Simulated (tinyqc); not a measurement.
Course in time: spin coating of a resist or spin-on film: centrifugal thinning, evaporation and the final thickness (Emslie and Meyerhofer models). Computed by tinyqc, a small Python program. Command: `OMP_NUM_THREADS=1 python tinyqc.py 3111468 3111469 out.jsonl spincoat walk`. One thread of a shared host (Intel(R) Xeon(R) Processor @ 2.30GHz), about 0.07 s of CPU time with the checks.

A Newtonian film stays uniform over the wafer; solvent and solids have the same density and the concentration is uniform through the thickness.

Inputs (values chosen for the exercise, of the order of those of a polymer resist in an ester solvent):

| quantity | value | unit |
|---|---|---|
| solids volume fraction c0 | 0.31 | - |
| kinematic viscosity of the solvent nu_s | 1.8 | mm^2/s |
| viscosity constant k | 3300 | mm^2/s |
| viscosity exponent gamma | 3.1 | - |
| spin speed f | 6000 | rpm |
| evaporation rate at 1000 rpm e0 | 0.076 | micrometre/s |
| starting thickness h0 | 200 | micrometre |
| wafer radius R | 100 | mm |
| shrinkage in the bake | 4.7 | % |

Method:
- omega = 2 pi f/60; nu(c) = nu_s + k c^gamma; evaporation rate e = e0 sqrt(f/1000 rpm).
- Flow constant K = 2 omega^2/(3 nu(c0)); Reynolds number of the air omega R^2/nu_air with nu_air = 15 mm^2/s.
- Meyerhofer estimate: flow rules until (1 - c0) K h^3 = e, then evaporation alone: h_w = (e/((1 - c0) K))^(1/3), dry film c0 h_w.
- Full model for solids s and liquid l per area, h = s + l, c = s/h: ds/dt = -c Q, dl/dt = -(1 - c) Q - e, Q = 2 omega^2 h^3/(3 nu(c)); integrated adaptively (relative tolerance 1e-9) until l = 0.
- Dry film = s at l = 0, before the bake; film after the bake = s x (1 - shrinkage).
- Times are fractions of the time to dry.

omega = 628.319 1/s

evaporation rate e = 0.186161 micrometre/s

dry film = 1560.59 nm

dry film, estimate = 1396.84 nm

History:

| fraction | t (s) | h (micrometre) | c | nu (mm^2/s) | Q/e | s (nm) |
|---|---|---|---|---|---|---|
| 0.003 | 6.5015e-02 | 49.479 | 0.31005 | 89.3 | 1.9179e+03 | 15341 |
| 0.010 | 2.1672e-01 | 27.701 | 0.31031 | 89.5 | 3.3571e+02 | 8596 |
| 0.030 | 6.5015e-01 | 16.097 | 0.31157 | 90.6 | 6.5064e+01 | 5015 |
| 0.100 | 2.1672e+00 | 8.834 | 0.31960 | 97.9 | 9.9532e+00 | 2823 |
| 0.200 | 4.3343e+00 | 6.229 | 0.33792 | 116.0 | 2.9451e+00 | 2105 |
| 0.350 | 7.5851e+00 | 4.629 | 0.37887 | 164.7 | 8.5160e-01 | 1754 |
| 0.500 | 1.0836e+01 | 3.713 | 0.43872 | 258.4 | 2.8001e-01 | 1629 |
| 0.700 | 1.5170e+01 | 2.792 | 0.56383 | 560.4 | 5.4900e-02 | 1574 |
| 0.900 | 1.9504e+01 | 1.966 | 0.79464 | 1620.0 | 6.6264e-03 | 1562 |

What follows from these numbers?

Q/e drops below 1 between t = 4.3 and 7.6 s, when c has risen from 0.31 to about 0.379; after that row the solids fall by a further 11 %. The full model gives 1.12 times the two-stage estimate. Caution: above a Reynolds number of about 3e5 the air flow near the rim turns turbulent, and evaporation is no longer uniform.
